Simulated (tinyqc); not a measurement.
Monte Carlo simulation of one carrier in a uniform electric field: one step, computed by the program tinyqc.

The force e F acts along +z. Flights end at the constant total rate Gamma; the part of Gamma that the real rates do not fill is self-scattering, which leaves k unchanged. One valley, no impurities; equivalent final valleys enter only through Z_f in the optical rate.

Problem. Flight 2. Kane band: hbar^2 k^2/(2 m) = E (1 + alpha E), speed v = hbar k/(m (1 + 2 alpha E)), states per spin, volume and energy g(E) = m k (1 + 2 alpha E)/(2 pi^2 hbar^2); overlap factors are set to 1. Masses are multiplied by m_0 and all formulas are in SI units. Flight: t = -ln(r1)/Gamma; k_z grows by e F t/hbar; E follows from the band; dz = (E_end - E_start)/(e F). Use row 2 of the random numbers.

Inputs (values chosen for the exercise, modelled on electrons in germanium):

| quantity | value | unit |
|---|---|---|
| effective mass m | 0.219 | m_0 |
| non-parabolicity alpha | 0.7 | 1/eV |
| lattice temperature T | 100 | K |
| electric field F | 4.1 | kV/cm |

Crystal: non-polar. Band: Kane.

k after event 1, the start of the next flight (1/nm): -0.1655030  -0.2572045  -0.0905227

Random numbers (0.02 to 0.98, from up to 60 sets tried for early real events), one row a flight:
```
       r1      r2      r3      r4
1  0.9486  0.0326  0.6419  0.6590
2  0.9700  0.1955  0.6065  0.0421
3  0.6394  0.6021  0.6577  0.4506
4  0.6419  0.0331  0.3240  0.0423
5  0.8087  0.6137  0.8335  0.5314
6  0.4285  0.1649  0.7756  0.2703
7  0.1198  0.6565  0.5042  0.1749
```

Gamma = 15.45016 1e12/s

Constants: e = 1.602176634e-19 C; hbar = 1.054571817e-34 J s; m_0 = 9.1093837015e-31 kg.

Give: flight time t; k at the end of the flight; energy at the end; displacement dz.

Solution.

flight time t = 1.971 fs

k at the end of the flight (1/nm): -0.1655  -0.2572  -0.0893

energy at the end = 17.45 meV

displacement dz = -0.09146 nm
